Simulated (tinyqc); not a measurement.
UKS/LDA (VWN5) in the sto-6g basis, for H3, spin multiplicity 2, step by step. Computed by tinyqc, a small Python program that keeps every step (integrals from PySCF). Settings: charge = 0, multiplicity = 2, basis = sto-6g, energy threshold = 1e-09, iteration cap = 59, orthogonalisation = canonical, start = Wolfsberg-Helmholz matrix, DIIS depth = 0, method = UKS, functional = lda,vwn, grid = [40, 26]. Command: `OMP_NUM_THREADS=1 python tinyqc.py 22549 22550 out.jsonl` (the two numbers bound the seeds that draw the settings). One thread of a shared host (Intel(R) Xeon(R) Processor @ 2.60GHz), about 2 s of CPU time with the checks.

Geometry (angstrom):
```
atom         x         y         z
H     0.000000  0.000000  0.000000
H     0.000000  0.000000  1.398000
H     0.000000  1.332000  0.699000
```

Stop when the energy changes by less than 1e-09 hartree and every element of the error matrix X^T (F D S - S D F) X (for each spin) is below 9e-06.

Course of the cycle:
```
iteration  E (hartree)     change  largest element of the error matrix
1          -1.39585730          -                             8.79e-02
2          -1.23072441   1.65e-01                             1.87e-01
3          -1.14679198   8.39e-02                             2.88e-01
4          -1.12013248   2.67e-02                             2.00e-01
5          -1.12050021  -3.68e-04                             2.86e-01
6          -1.11640890   4.09e-03                             2.00e-01
7          -1.12047218  -4.06e-03                             2.86e-01
8          -1.11640525   4.07e-03                             2.00e-01
9          -1.12047217  -4.07e-03                             2.86e-01
10         -1.11640525   4.07e-03                             2.00e-01
11         -1.12047217  -4.07e-03                             2.86e-01
12         -1.11640525   4.07e-03                             2.00e-01
13         -1.12047217  -4.07e-03                             2.86e-01
14         -1.11640525   4.07e-03                             2.00e-01
...                ...        ...                                  ...
46         -1.11640525   4.07e-03                             2.00e-01
47         -1.12047217  -4.07e-03                             2.86e-01
48         -1.11640524   4.07e-03                             2.00e-01
49         -1.12047216  -4.07e-03                             2.86e-01
50         -1.11640523   4.07e-03                             2.00e-01
51         -1.12047212  -4.07e-03                             2.86e-01
52         -1.11640511   4.07e-03                             2.00e-01
53         -1.12047183  -4.07e-03                             2.86e-01
54         -1.11640423   4.07e-03                             2.00e-01
55         -1.12046957  -4.07e-03                             2.86e-01
56         -1.11639749   4.07e-03                             2.00e-01
57         -1.12045235  -4.05e-03                             2.86e-01
58         -1.11634606   4.11e-03                             2.00e-01
59         -1.12032118  -3.98e-03                             2.86e-01
```

Can the last value be used, and what does the course show?

Not by the stop rule. Not converged within the cap of 59 iterations: the residual has stopped falling: the iteration swings between two states. Reruns (cap 100 unless said): DIIS 8: converged in 11; damping 0.5: not converged; level shift 0.5: converged in 14; atomic densities as start, DIIS 8: converged in 12; the original settings with a cap of 400: not converged. PySCF UKS in the same basis, fine grid, after a stability check = -1.41115341 hartree, which differs from a converged run on this coarse grid by the grid error.
